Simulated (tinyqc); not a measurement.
# From single traps to 1/f noise

4 half-filled traps with time constants tau_j = 5e-8 s times 10^(2 j), j = 0..3, each shift the threshold by a = 4.84 uV when filled and give the Lorentzian a^2 tau/(1 + (2 pi f tau)^2). For time constants spread evenly in ln tau the sum tends to a^2/(4 f ln(10^2)). slope = d ln S/d ln f.

Result of one run:
```
f (Hz)	S (uV^2/Hz)	1/f limit (uV^2/Hz)	slope	j of the largest term
1	1.0779	1.2717	-0.17769	3
```

What becomes of these results when the noise frequency f is changed from 1 to 1000 Hz, all else the same?

Result of the changed run:
```
f (Hz)	S (uV^2/Hz)	1/f limit (uV^2/Hz)	slope	j of the largest term
1000	0.0012076	0.0012717	-1.6403	2
```

The whole series:
```
f (Hz)	S (uV^2/Hz)	1/f limit (uV^2/Hz)	slope	j of the largest term
0.01	1.1831	127.17	-1.9542e-5	3
0.1	1.1820	12.717	-0.0019522	3
1	1.0779	1.2717	-0.17769	3
30	0.024767	0.042390	-1.0495	3
1000	0.0012076	0.0012717	-1.6403	2
30000	6.4532e-5	4.2390e-5	-0.94561	1
1e6	1.1858e-6	1.2717e-6	-0.36329	0
1e7	1.0896e-7	1.2717e-7	-1.8180	0
1e8	1.1975e-9	1.2717e-8	-1.9980	0
```

Below the slowest trap (1/(2 pi tau) = 3.2 Hz) the spectrum is flat, slope 0.00 in the first row; above the fastest (3.2e6 Hz) the slope tends to -2 (-2.00 in the last row). In between, at 30, 1000 and 30000 Hz, the slopes are -1.05, -1.64 and -0.95, and S is 5.0 % below the 1/f limit at 1000 Hz.

Computed by the program tinyqc: `OMP_NUM_THREADS=1 python tinyqc.py 2150133 2150134 out.jsonl`, one thread of a shared Intel Xeon 2.30GHz, about 0.01 s for the whole run.
